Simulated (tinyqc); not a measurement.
Worked calculation: Koster-Slater impurity in an sp3s* host. Values are carried at full precision from step to step, so a last printed digit may differ when a step is redone from the rounded ones.

sp3s* tight binding, nearest neighbours only: anion (a) at 0, cation (c) at a/4 (1,1,1), orbitals s, px, py, pz, s* on each; k in units of 2 pi/a. With phases e_j = exp(i (pi/2) k.n_j) for n = (1,1,1), (1,-1,-1), (-1,1,-1), (-1,-1,1): g0 = (e1+e2+e3+e4)/4, g1 = (e1+e2-e3-e4)/4, g2 = (e1-e2+e3-e4)/4, g3 = (e1-e2-e3+e4)/4. The diagonal holds the levels Esa, Epa, Exa (s*) and Esc, Epc, Exc. Anion-cation block: <sa|sc> = Vss g0; <sa|xc> = Vsapc g1; <xa|sc> = -Vscpa g1; <xa|xc> = Vxx g0; <xa|yc> = <ya|xc> = Vxy g3, <xa|zc> = <za|xc> = Vxy g2, <ya|zc> = <za|yc> = Vxy g1; <s*a|xc> = Vxapc g1; <xa|s*c> = -Vpaxc g1; y and z take g2 and g3 in place of g1; s-s* and s*-s* vanish.

Inputs chosen for the exercise (out of a larger set: near a published set for Si; not measured data):
```
symbol  value                                                                                          unit  meaning
p       (-4.191, 1.721, -4.191, 1.721, 6.698, 6.698, -8.27, 1.719, 4.585, 5.718, 5.718, 5.367, 5.367)  eV    order Esa, Epa, Esc, Epc, Exa, Exc, Vss, Vxx, Vxy, Vsapc, Vscpa, Vxapc, Vpaxc
N       4                                                                                                    mesh
V       -5                                                                                             eV    shift of the s level
```

## The gap of the host

Gaps from the top of the valence band to Gamma, to the minimum on (x,0,0) from 0.5 to 1, and to L; the smallest is Eg.

top of the valence band on the scale of the parameters = 0.0020 eV

gaps (eV): Gamma 3.4380, Delta 1.1815, L 2.4885

Eg (smallest gap of the host) = 1.1815 eV

## Where the weight lies

A defect on a cation site (c) shifts the s level there by Vs or the three p levels by Vp and leaves the rest. A level in the gap solves 1/Vs = G_s(E) (symmetry A1) or 1/Vp = G_p(E) (T2, threefold), with G(E) = (1/N^3) sum over k and bands of w/(E - e), where w is the weight of the state on the s orbital of that site, or the mean weight on its px, py, pz. Mesh: k = f1 (-1,1,1) + f2 (1,-1,1) + f3 (1,1,-1), f = (j + 1/2)/N, j = 0 to N - 1. Energies from the top of the valence band at Gamma; the s* orbital of the site is left as it is. An infinite shift removes the s or p orbitals, the model of the ideal vacancy: G(E) = 0.

For each band: mean energy over the mesh and summed weights; each column of weights adds to one.

Bands:
```
band  mean energy (eV)  s weight  p weight
1              -10.101    0.4145    0.0261
2               -6.112    0.1974    0.0900
3               -2.250    0.0060    0.1643
4               -1.824    0.0017    0.1660
5                1.785    0.0786    0.0783
6                2.680    0.2377    0.0438
7                5.278    0.0043    0.1632
8                5.698    0.0131    0.1575
9                9.678    0.0303    0.0457
10              10.489    0.0163    0.0651
```

The filled bands hold 0.620 of the s orbital and 0.446 of each p orbital of the cation. Filled states add positive terms to G in the gap and empty ones negative terms.

## Green functions across the gap

G at nine energies E = Eg j/8.

G(E) (1/eV):
```
E (eV)       G_s       G_p
0.0000  -0.07031   0.09835
0.1477  -0.08295   0.06317
0.2954  -0.09744   0.03603
0.4431  -0.11446   0.01169
0.5908  -0.13508  -0.01227
0.7384  -0.16108  -0.03789
0.8861  -0.19585  -0.06798
1.0338  -0.24717  -0.10833
1.1815  -0.34074  -0.17776
```

Both fall with E, as dG/dE = -sum w/(E - e)^2 demands. G_s keeps its sign, so the vacancy has no level of this symmetry in the gap. G_p changes sign, so the vacancy has a level of this symmetry in the gap.

## A first estimate from the table

A defect that shifts the s level of its cation site by V has a level where the host Green function G_s(E) equals 1/V; E is counted from the top of the valence band. Find it by linear interpolation between the two rows that bracket it.

1/V = -0.20000 1/eV
estimated level = 0.898 eV

## The level and its weight on the defect

Solve by bisection with the full sum. The weight of the bound state on the shifted orbital is G^2/(-G'), which is also dE/dV.

level = 0.9008 eV
G'(E) = -0.28905 1/eV^2
weight on the defect orbital = 0.1384

The level lies 0.901 eV above the valence band and 0.281 eV below the conduction band. Only 13.8 % of it sits on the shifted orbital, the rest on other orbitals (the s* of the same site among them), so a shift of 1 eV moves the level by about 138 meV.

## Checks

- Sum of the s weights over all bands against one: both 1.00000.
- First moment of the s weights against the s level of the site, on the scale of the parameters: both -4.19100.

(tinyqc, `OMP_NUM_THREADS=1 python tinyqc.py 1450373 1450374 out.jsonl`, Intel(R) Xeon(R) Processor @ 2.30GHz, 1 thread, shared host, about 0.01 s.)
